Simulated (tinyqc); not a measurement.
Quasi-harmonic thermal expansion with mode Grueneisen parameters: one step, computed by the program tinyqc.

A crystal with two atoms a cell; per atom there are 1 transverse acoustic (TA), 1/2 longitudinal acoustic (LA) and 3/2 optical (O) modes. Every frequency of group i scales as nu_i (V/V0)^(-gamma_i). Each group has one frequency. Static energy: E = (9 V0 B0/16) [y^3 B' + y^2 (2 - 4 y)], y = (V0/V)^(2/3) - 1, with pressure P_s = (3 B0/2) (z^7 - z^5) [1 + (3/4)(B' - 4)(z^2 - 1)], z = (V0/V)^(1/3).

Question. Mode groups at the static volume. For a mode with x = h nu/(k_B T), n = 1/(exp(x) - 1): U = h nu (n + 1/2), C/k_B = x^2 n (n + 1); U_i and C_i sum these over group i with its weight per atom. Phonon pressure P_ph = sum_i gamma_i U_i/V.

Inputs (values chosen for the exercise, for a model crystal):
```
quantity,value,unit
static volume V0,18.2,angstrom^3/atom
frequency nu_TA,6.78,THz
frequency nu_LA,16.3,THz
frequency nu_O,26,THz
Grueneisen parameter gamma_TA,-1.5,-
Grueneisen parameter gamma_LA,2,-
Grueneisen parameter gamma_O,0.91,-
temperature T,500,K
```

Acoustic groups: Einstein.

Constants: h x 1 THz = 4.135667696 meV; k_B = 8.617333262e-05 eV/K; 1 eV/angstrom^3 = 160.2176634 GPa.

Give: Groups; phonon pressure at V0.

Answer.

Groups:
```
group,h nu_i/(k_B T),U_i (meV),C_i (k_B),gamma_i C_i (k_B)
TA,0.6508,44.60,0.9654,-1.448
LA,1.565,25.77,0.4094,0.8187
O,2.496,95.14,0.9149,0.8325
```

phonon pressure at V0 = 0.6269 GPa
